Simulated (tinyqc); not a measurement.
Convergence with the mesh: density of states of one tight-binding band of a chain.

E(k) = -2 t cos(2 pi k) - 2 t2 cos(4 pi k); k in fractions of the reciprocal vectors, mesh k_i = j/N with j = 0 .. N-1. Densities are per cell and per spin, so the band holds one state.

Each interval of the mesh is a segment with E linear in k: n = (E - e1)/(e2 - e1), g = 1/(e2 - e1) between its end values.

Gaussian broadening: g(E) = mean over the mesh of exp(-(E - E_k)^2/(2 sigma^2))/(sigma sqrt(2 pi)), n(E) = mean of erfc((E_k - E)/(sigma sqrt 2))/2.

Inputs chosen for the exercise:
```
symbol  value  unit  meaning
t       0.81   eV    nearest hopping
t2      -0.01  eV    second hopping
E       -0.41  eV    energy at which the density is wanted
sigma   0.243  eV    Gaussian width
```

At the energy E; the plain count is the share of mesh points below E; the reference is the linear method with N = 4000.

Results:
```
N    points  g linear  n linear  g Gaussian  n Gaussian  n plain count
8         8    0.2221    0.4134      0.1174      0.3883         0.3750
16       16    0.2036    0.4206      0.1929      0.4219         0.4375
32       32    0.2086    0.4218      0.2084      0.4209         0.4062
64       64    0.2051    0.4220      0.2084      0.4209         0.4219
128     128    0.2036    0.4221      0.2084      0.4209         0.4297
256     256    0.2043    0.4221      0.2084      0.4209         0.4258
```

reference n and g: 0.4221  0.2049

What does the comparison show?

The linear n(E) stays within 0.002 of the reference from N = 16 on. The Gaussian g stays within 1 % of its last value from N = 32 on; it tends to the broadened curve, not the true one. At the last mesh it lies +0.003 1/eV from the reference g and the linear g -0.001. The plain count errs by +0.0036 at the last mesh.

tinyqc: `OMP_NUM_THREADS=1 python tinyqc.py 1651916 1651917 out.jsonl`; about 0.01 s, one thread, shared Intel(R) Xeon(R) Processor @ 2.30GHz.
